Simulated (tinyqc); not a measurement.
Comparisons within one model: static screening by free carriers. A value that a table varies takes the place of the one given here.

kF = (3 pi^2 n/Mv)^(1/3), EF = c kF^2/m with c = hbar^2/2m0, n in 1/angstrom^3 (1e-24 per 1/cm^3), e2 = e^2/(4 pi eps0). Thomas-Fermi: qTF^2 = 6 pi e2 n/(eps EF). Debye: qD^2 = 4 pi e2 n/(eps kB T).

F_j(eta) = (1/Gamma(j + 1)) integral_0^infinity x^j dx/(1 + exp(x - eta)), which tends to exp(eta) for eta << 0.

At finite T: qs^2 = qD^2 F_-1/2(eta)/F_1/2(eta), where n = Mv N F_1/2(eta) and N = 2 (m kB T/(4 pi c))^(3/2) with c = hbar^2/2m0, in 1/angstrom^3; times 1e24 for 1/cm^3.

Donor in the screened potential -(e2/eps) exp(-qs r)/r with the trial function exp(-r/a): E(a) = c/(m a^2) - (e2/eps) 4/(a (2 + qs a)^2), e2 = e^2/(4 pi eps0), c = hbar^2/2m0; isotropic mass.

Lindhard at zero temperature: eps(q)/eps = 1 + (qTF/q)^2 L(x), x = q/(2 kF), L(x) = 1/2 + ((1 - x^2)/(4x)) ln|(1 + x)/(1 - x)|.

Constants: hbar^2/2m0 = 3.80998211 eV angstrom^2; e^2/(4 pi eps0) = 14.39964547 eV angstrom; kB = 8.617333262e-05 eV/K; a0 (Bohr radius) = 0.5291772105 angstrom.

Inputs chosen for the exercise (near those of Ge; the results hold for these values, not for the real material): m = 0.2188 m0 (mass of one isotropic valley); Mv = 4 (valleys); eps = 16.2 (background dielectric constant); T = 200 K; n = 2.2e+19 1/cm^3 (carrier density).

## Screening unbinds the donor

All carriers n are taken as free and screen with qs(T); E(a) is minimised over a; a dash marks no bound state. aB = a0 eps/m.

Donor level:

| n (1/cm^3) | n^(1/3) aB | qs aB | E (meV) | a/aB |
|---|---|---|---|---|
| 1.0e+14 | 0.018 | 0.010 | -11.12 | 1.000 |
| 1.0e+15 | 0.039 | 0.032 | -10.64 | 1.001 |
| 6.0e+15 | 0.071 | 0.077 | -9.69 | 1.004 |
| 2.0e+16 | 0.106 | 0.141 | -8.46 | 1.013 |
| 5.0e+16 | 0.144 | 0.223 | -7.03 | 1.031 |
| 1.0e+17 | 0.182 | 0.314 | -5.63 | 1.058 |
| 3.0e+17 | 0.262 | 0.541 | -2.90 | 1.171 |
| 7.0e+17 | 0.348 | 0.817 | -0.78 | 1.457 |

aB = 39.2 angstrom

The level rises from -11.12 meV at the lowest density to -0.78 meV at 7e+17 1/cm^3, against -11.34 meV unscreened. It stays bound over this range. This trial function loses binding at qs aB = 1 and the exact Yukawa problem at 1.19; the Mott rule of thumb is n^(1/3) aB = 0.26, which the last bound row of this table passes: the rule belongs to low temperature, and thermal carriers screen more weakly.

## From Debye to Thomas-Fermi

Screening lengths (angstrom):

| n (1/cm^3) | eta | Debye | Thomas-Fermi | finite T |
|---|---|---|---|---|
| 2.0e+16 | -5.63 | 277.8 | 38.13 | 277.9 |
| 1.0e+17 | -4.02 | 124.2 | 29.16 | 124.6 |
| 6.0e+17 | -2.19 | 50.71 | 21.63 | 51.66 |
| 2.0e+18 | -0.90 | 27.78 | 17.70 | 29.46 |
| 8.0e+18 | 0.85 | 13.89 | 14.05 | 16.93 |
| 3.0e+19 | 3.45 | 7.172 | 11.27 | 11.71 |
| 1.0e+20 | 8.17 | 3.928 | 9.222 | 9.282 |
| 3.0e+20 | 17.15 | 2.268 | 7.679 | 7.690 |

Debye is within 5 % of the finite-T length up to 6e+17 1/cm^3 of the densities listed and Thomas-Fermi from 3e+19 on. The length goes as n^-0.50 at the low end and n^-0.17 at the high end, against the limits -1/2 and -1/6. Both limits give too short a length.

## Static response in three, two and one dimensions

kF = 0.0546086 1/angstrom
qTF = 0.0842522 1/angstrom

x = q/(2 kF). Response over its long-wave value: L3 as above; L2 = 1 for x <= 1 and 1 - sqrt(1 - 1/x^2) beyond; L1 = ln|(1 + x)/(1 - x)|/(2x).

Response:

| x | L3 | L2 | L1 | eps(q)/eps, Lindhard 3D | Thomas-Fermi |
|---|---|---|---|---|---|
| 0.101 | 0.997 | 1.000 | 1.003 | 59.14 | 59.34 |
| 0.303 | 0.969 | 1.000 | 1.032 | 7.280 | 7.482 |
| 0.505 | 0.910 | 1.000 | 1.101 | 3.124 | 3.333 |
| 0.708 | 0.811 | 1.000 | 1.247 | 1.963 | 2.187 |
| 0.910 | 0.644 | 1.000 | 1.679 | 1.463 | 1.719 |
| 0.991 | 0.524 | 1.000 | 2.724 | 1.318 | 1.606 |
| 1.031 | 0.436 | 0.757 | 2.028 | 1.244 | 1.560 |
| 1.112 | 0.344 | 0.563 | 1.321 | 1.165 | 1.481 |
| 1.314 | 0.224 | 0.351 | 0.760 | 1.077 | 1.345 |
| 1.617 | 0.139 | 0.214 | 0.447 | 1.032 | 1.228 |
| 2.224 | 0.070 | 0.107 | 0.218 | 1.008 | 1.120 |

Next to x = 1 the table has L3 = 0.524 and 0.436, L2 = 1.000 and 0.757, L1 = 2.724 and 2.028: an infinite slope in 3D, a kink in 2D and a logarithmic peak in 1D, where the whole Fermi surface is joined by 2 kF. These features give Friedel oscillations of period pi/kF = 57.5 angstrom at zero temperature; they wash out once kT nears EF, so this table, for T = 0, describes the gas only where EF is well above kT. Thomas-Fermi overstates eps(q) by 6.7 % at x = 0.505 and by 19.0 % at x = 1.617.

## What sets the screening length

All results formed anew. Each row changes one parameter from the base and keeps the others.

Results:

| case | Debye (angstrom) | Thomas-Fermi (angstrom) | finite T (angstrom) |
|---|---|---|---|
| base | 8.375 | 11.87 | 12.59 |
| n = 4.4e+19 1/cm^3 | 5.922 | 10.57 | 10.81 |
| m = 0.2844 m0 | 8.375 | 10.41 | 11.47 |
| eps = 19.44 | 9.174 | 13.00 | 13.79 |
| T = 260 K | 9.549 | 11.87 | 13.08 |
| Mv = 5 | 8.375 | 11.02 | 11.92 |

The largest shifts from the base row, up to three for each result and ties (the steps differ in size, so this ranks the rows, not the parameters). Debye (angstrom): n -2.45, T +1.17, eps +0.799; unchanged at the printed digits by m and Mv. Thomas-Fermi (angstrom): m -1.46, n -1.29, eps +1.13; unchanged at the printed digits by T. finite T (angstrom): n -1.78, eps +1.20, m -1.12.

Run: tinyqc, `OMP_NUM_THREADS=1 python tinyqc.py 1651983 1651984 out.jsonl`; Intel(R) Xeon(R) Processor @ 2.30GHz, one thread, shared host; about 0.01 s of CPU time with all checks.
